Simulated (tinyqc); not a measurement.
Inside a calculation. Method: lattice vibrations of a chain. One step of it, computed by the program tinyqc.

Task: Frequencies. omega^2 are the eigenvalues; wavenumber = 521.4708 sqrt(eigenvalue) 1/cm.

D(q) (eV/(angstrom^2 u)):
```
,1,2
1,0.121258,-0.095502+0.016498i
2,-0.095502-0.016498i,0.106267
```

Give: eigenvalues; wavenumbers; weights |e|^2 of the mass-weighted modes.

Result:

eigenvalues: 0.0166  0.2110

wavenumbers (1/cm): 67.1  239.5

weights |e|^2 of the mass-weighted modes:
```
,mode 1,mode 2
atom 1,0.4614,0.5386
atom 2,0.5386,0.4614
```
